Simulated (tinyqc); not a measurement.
Voltage drop against the pad pitch.

A grid of 17 by 17 nodes with segments Rx (rows) and Ry (columns); every node draws I1 and the central node kh I1; pads with resistance Rp sit at the nodes whose row and column are multiples of the pitch, counting from 0. The drops u = Vdd - V follow from G u = i, with G the conductance matrix and i the load currents, solved directly.

Inputs (values chosen for the exercise): supply voltage Vdd = 1 V; resistance of a horizontal segment Rx = 0.22 ohm; resistance of a vertical segment Ry = 0.25 ohm; resistance from a pad node to the supply Rp = 0.061 ohm; factor on the load at the hot node kh = 3; load current of a node in the large grid I1 = 2.2 mA.

Result of one run:

| pitch (nodes) | pads | worst drop (mV) | mean drop (mV) | largest drop at a pad (mV) | largest pad current (mA) | worst drop over Vdd (%) |
|---|---|---|---|---|---|---|
| 16 | 4 | 63.114 | 54.260 | 9.7630 | 160.05 | 6.3114 |

What becomes of these results when the pad pitch is changed from 16 to 8 nodes, all else the same?

Result of the changed run:

| pitch (nodes) | pads | worst drop (mV) | mean drop (mV) | largest drop at a pad (mV) | largest pad current (mA) | worst drop over Vdd (%) |
|---|---|---|---|---|---|---|
| 8 | 9 | 17.042 | 14.621 | 6.8058 | 111.57 | 1.7042 |

The whole series:

| pitch (nodes) | pads | worst drop (mV) | mean drop (mV) | largest drop at a pad (mV) | largest pad current (mA) | worst drop over Vdd (%) |
|---|---|---|---|---|---|---|
| 1 | 289 | 0.27574 | 0.13513 | 0.27574 | 4.5203 | 0.027574 |
| 2 | 81 | 1.0928 | 0.78915 | 0.70071 | 11.487 | 0.10928 |
| 4 | 25 | 4.6146 | 3.5934 | 2.2116 | 36.256 | 0.46146 |
| 8 | 9 | 17.042 | 14.621 | 6.8058 | 111.57 | 1.7042 |
| 16 | 4 | 63.114 | 54.260 | 9.7630 | 160.05 | 6.3114 |

The worst drop goes from 0.276 to 63.1 mV while the number of pads falls from 289 to 4; between the last two rows it goes as pitch^(1.89). The largest drop at a pad is 100 % of the worst drop in the first row and 15.5 % in the last; the rest falls along the wires.

tinyqc, about 0.1 s, one thread, Intel Xeon 2.30GHz (shared host): `OMP_NUM_THREADS=1 python tinyqc.py 2770114 2770115 out.jsonl`
